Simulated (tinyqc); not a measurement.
What moves the results: Wannier function of the lower band of a two-orbital chain. A value that a table varies takes the place of the one given here.

H(k) = [[-d/2 - 2 ta cos k, -t1 - t2 exp(-ik)], [-t1 - t2 exp(ik), d/2 - 2 tb cos k]], k in 1/a, Bloch sums with exp(ikR) and without the positions inside the cell. Mesh k_j = 2 pi j/N. Projection gauge: each lower eigenvector u is multiplied by the phase that makes <trial|u> real and positive (the one-band case of Loewdin orthogonalisation). Wannier amplitudes w(R) = (1/N) sum_k exp(ikR) u(k); hoppings H(R) = (1/N) sum_k exp(-ikR) E(k).

Values chosen for the exercise: d = -1.41 eV (A at -d/2, B at +d/2); t1 = 1.09 eV (A-B in the cell); t2 = 1.76 eV (B to A of the next cell); ta = -0.07 eV (A-A between cells); tb = 0.39 eV (B-B between cells); xb = 0.5 a (position of B (A at 0)); th = 20 degrees (trial orbital cos(th) A + sin(th) B in cell 0).

## Convergence with the mesh

Centre and Omega_I from overlaps M_j = u_j^+ diag(1, exp(-i b xb)) u_(j+1), b = 2 pi/N: centre -(1/2 pi) sum arg M, Omega_I = (1/(N b^2)) sum (1 - |M|^2). Largest error of the Fourier interpolation on 41 points from 0 to pi.

Mesh:
```
N   centre (a)  Omega_I (a^2)  H(1) (eV)  largest error (meV)
3     -0.37077        0.06477   -0.64955              407.313
4     -0.34502        0.07203   -0.75138              105.084
6     -0.33823        0.09097   -0.72930               38.684
8     -0.33511        0.10274   -0.72594               15.533
12    -0.33256        0.11452   -0.72506                3.859
16    -0.33161        0.11941   -0.72500                0.964
24    -0.33092        0.12310   -0.72500                0.077
```

How do the results move?

The interpolation error falls exponentially, from 105.1 meV at N = 4 to 3.859 at N = 12, because the hoppings decay exponentially for an isolated band (smallest gap 1.43 eV). Omega_I carries a finite-difference error and converges as a power: against the value 0.12624 on 400 points it is off by -0.01172 at N = 12 and -0.00314 at N = 24, an exponent of 1.90, near the limit 2.

## Choice of the trial orbital

N = 16. Centre, Omega_I and Omega_D from overlaps (b = 2 pi/N, M_j = u_j^+ diag(1, exp(-i b xb)) u_(j+1); Omega_D = (1/(N b^2)) sum (arg M_j + b centre)^2).

Trial angle:
```
th (deg)  smallest projection  centre (a)  Omega_I (a^2)  Omega_D (a^2)
0                       0.558     -0.3316        0.11941        0.13179
15                      0.341     -0.3316        0.11941        0.49622
30                      0.086     -0.3316        0.11941        1.40873
45                      0.174      0.6684        0.11941        0.87625
60                      0.423      0.6684        0.11941        0.33694
75                      0.643      0.6684        0.11941        0.12479
90                      0.803      0.6684        0.11941        0.03301
```

What can be read from the table?

Omega_I is the same for all. Omega_D is smallest at 90 degrees (0.03301) and largest at 30 (1.40873). The centre jumps by a whole period for some trials: there the phase winds once across the zone, which centres the function in another cell.

## Centre against ionicity

N = 24, d varied. Overlaps M_j = u_j^+ diag(1, exp(-i b xb)) u_(j+1), b = 2 pi/N; centre -(1/2 pi) sum arg M_j folded into [0, 1); Omega_I = (1/(N b^2)) sum (1 - |M_j|^2); charge moved is -2 times the shift of the centre from its value at d = 0 (a doubly filled band); weight on A averaged over the mesh.

Against d:
```
d (eV)  centre (a)  charge moved (e)  weight on A  Omega_I (a^2)
-6.0        0.5218            0.6183        0.077         0.0213
-3.0        0.5669            0.5282        0.182         0.0598
-1.5        0.6597            0.3426        0.322         0.1190
-0.5        0.7787            0.1046        0.469         0.1398
0.0         0.8310            0.0000        0.541         0.1274
0.5         0.8697           -0.0774        0.604         0.1100
1.5         0.9176           -0.1732        0.705         0.0795
3.0         0.9531           -0.2442        0.808         0.0501
6.0         0.9804           -0.2989        0.912         0.0225
```

What can be read from the table?

For large positive d the function sits on A (centre 0.980) and for large negative d on B at 0.5 (centre 0.522); at d = 0 it lies at 0.831, on the bond between cells, the stronger one. Among these rows the spread is largest at d = -0.5 eV.

## What each parameter does

N = 24: centre (folded into [0, 1)) and Omega_I from overlaps M_j = u_j^+ diag(1, exp(-i b xb)) u_(j+1), b = 2 pi/N: centre = -(1/2 pi) Im ln prod M_j, Omega_I = mean(1 - |M_j|^2)/b^2; and the first two hoppings H(R). Each row changes one parameter from the base and keeps the others.

Results:
```
case             centre (a)  Omega_I (a^2)  H(1) (eV)  H(2) (eV)
base                 0.6691         0.1231    -0.7250     0.0710
d = -1.11 eV         0.7035         0.1345    -0.7200     0.0713
t1 = 1.24 eV         0.6597         0.1536    -0.7821     0.0888
t2 = 1.66 eV         0.6613         0.1332    -0.7221     0.0738
ta = 0.03 eV         0.6530         0.1150    -0.7572     0.0707
xb = 0.55 a          0.7025         0.1127    -0.7250     0.0710
th = 30 degrees      0.6691         0.1231    -0.7250     0.0710
```

What does this show?

The largest shifts from the base row, up to three for each result and ties (the steps differ in size, so this ranks the rows, not the parameters). centre (a): d +0.0344, xb +0.0334, ta -0.0161; unchanged at the printed digits by th. Omega_I (a^2): t1 +0.0305, d +0.0114, xb -0.0104; unchanged at the printed digits by th. H(1) (eV): t1 -0.0571, ta -0.0322, d +0.0050; unchanged at the printed digits by xb and th. H(2) (eV): t1 +0.0178, t2 +0.0028, ta -0.0003; unchanged at the printed digits by xb and th. The trial angle is a choice of gauge and moves none of these; xb enters the position operator alone, so it leaves the hoppings.

Program tinyqc; command `OMP_NUM_THREADS=1 python tinyqc.py 1480221 1480222 out.jsonl`; about 0.1 s on one thread of a shared Intel(R) Xeon(R) Processor @ 2.30GHz.
